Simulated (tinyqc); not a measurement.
Worked calculation: Hueckel theory of the pi electrons, for the molecule BC1=C(N)C(=C)C=C1 (SMILES; centres numbered as the heavy atoms are written). One step of it, computed by the program tinyqc.

Task: Orbitals. Diagonalise; E = alpha + x beta with beta < 0, so the largest x are filled first; degenerate levels share their electrons. P = sum n_i c_ri c_si; each orbital has its largest coefficient positive (the first on a tie).

Hueckel matrix in units of beta (H = alpha + beta A), lower triangle:
```
,1B,2C,3C,4N,5C,6C,7C,8C
1B,-1.000000
2C,0.700000,0.000000
3C,0.000000,1.000000,0.000000
4N,0.000000,0.000000,0.800000,1.500000
5C,0.000000,0.000000,1.000000,0.000000,0.000000
6C,0.000000,0.000000,0.000000,0.000000,1.000000,0.000000
7C,0.000000,0.000000,0.000000,0.000000,1.000000,0.000000,0.000000
8C,0.000000,1.000000,0.000000,0.000000,0.000000,0.000000,1.000000,0.000000
```

pi electrons, sum of z_r less the charge = 8

Give: x values; occupations; coefficients; charge and bond-order matrix P.

Result:

x values: 2.3313  1.6115  1.0648  0.4874  -0.2780  -0.9397  -1.8105  -1.9669

occupations: 2.0000  2.0000  2.0000  2.0000  0.0000  0.0000  0.0000  0.0000

coefficients:
```
,MO1,MO2,MO3,MO4,MO5,MO6,MO7,MO8
1B,0.0754,-0.0437,0.1809,-0.1850,0.1638,0.8199,-0.3255,0.3471
2C,0.3590,-0.1630,0.5335,-0.3931,0.1690,0.0706,0.3769,-0.4794
3C,0.5003,0.1071,0.0092,-0.4320,-0.4343,-0.2667,0.0364,0.5390
4N,0.4814,0.7682,-0.0169,0.3413,0.1954,0.0875,-0.0088,-0.1244
5C,0.4222,-0.2790,-0.5103,-0.0904,-0.2046,0.1101,-0.4357,-0.4812
6C,0.1811,-0.1731,-0.4792,-0.1855,0.7360,-0.1171,0.2407,0.2447
7C,0.3029,-0.3836,-0.0732,0.5734,-0.2448,0.2804,0.5118,0.1628
8C,0.2839,-0.3391,0.4323,0.3699,0.2726,-0.3736,-0.4908,0.1609
```

charge and bond-order matrix P, lower triangle:
```
,1B,2C,3C,4N,5C,6C,7C,8C
1B,0.1491
2C,0.4069,1.1893
3C,0.2293,0.6737,0.8969
4N,-0.1269,-0.1910,0.3511,1.8772
5C,-0.0631,-0.0793,0.4314,-0.0666,1.0492
6C,-0.0623,-0.1791,0.2956,-0.2021,0.7721,0.6537
7C,-0.1595,-0.1865,-0.2758,0.0961,0.4408,0.1000,1.1460
8C,0.0920,0.4848,-0.1002,-0.0098,-0.0791,-0.3313,0.7930,1.0386
```
